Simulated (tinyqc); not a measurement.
Worked calculation: empirical pseudopotential in a few plane waves. One step of it, computed by the program tinyqc.

Question. Bloch Hamiltonian at G. Basis: the 15 shortest G (labels in 2 pi/a), the same at every k. H(G,G') = c |k + G|^2 delta + VS(|G-G'|^2) cos((G-G').tau) + i VA sin((G-G').tau), tau = a/8 (1,1,1); 1 Ry = 13.605693 eV.

Parameters chosen for this model: fcc lattice, atoms at +/- a/8 (1,1,1); form factors in rydberg at |G|^2 in units of (2 pi/a)^2:

| parameter | value | unit |
|---|---|---|
| a | 6.150000 | angstrom |
| VS(3) | -0.217000 | Ry |
| VS(8) | 0.041000 | Ry |
| VS(11) | 0.057000 | Ry |
| VA(3) | 0 | Ry |
| VA(4) | 0 | Ry |
| VA(11) | 0 | Ry |
| hbar^2/2m (2 pi/a)^2 | 3.976788 | eV |

k point G (2 pi / a): 0  0  0

Give: H(k) at G.

Answer.

H(k) at G (eV), lower triangle:
```
        +0+0+0  -1-1-1  -1-1+1  -1+1-1  -1+1+1  +1-1-1  +1-1+1  +1+1-1
+0+0+0   0.000
-1-1-1   2.088  11.930
-1-1+1  -2.088   0.000  11.930
-1+1-1  -2.088   0.000   0.558  11.930
-1+1+1  -2.088  -0.558   0.000   0.000  11.930
+1-1-1  -2.088   0.000   0.558   0.558   0.000  11.930
+1-1+1  -2.088  -0.558   0.000   0.000   0.558   0.000  11.930
+1+1-1  -2.088  -0.558   0.000   0.000   0.558   0.000   0.558  11.930
+1+1+1   2.088   0.000  -0.558  -0.558   0.000  -0.558   0.000   0.000
-2+0+0   0.000  -2.088  -2.088  -2.088   2.088   0.548  -0.548  -0.548
+0-2+0   0.000  -2.088  -2.088   0.548  -0.548  -2.088   2.088  -0.548
+0+0-2   0.000  -2.088   0.548  -2.088  -0.548  -2.088  -0.548   2.088
+0+0+2   0.000  -0.548   2.088  -0.548  -2.088  -0.548  -2.088   0.548
+0+2+0   0.000  -0.548  -0.548   2.088  -2.088  -0.548   0.548  -2.088
+2+0+0   0.000  -0.548  -0.548  -0.548   0.548   2.088  -2.088  -2.088

        +1+1+1  -2+0+0  +0-2+0  +0+0-2  +0+0+2  +0+2+0  +2+0+0
+1+1+1  11.930
-2+0+0  -0.548  15.907
+0-2+0  -0.548   0.558  15.907
+0+0-2  -0.548   0.558   0.558  15.907
+0+0+2  -2.088  -0.558  -0.558   0.000  15.907
+0+2+0  -2.088  -0.558   0.000  -0.558   0.558  15.907
+2+0+0  -2.088   0.000  -0.558  -0.558   0.558   0.558  15.907
```
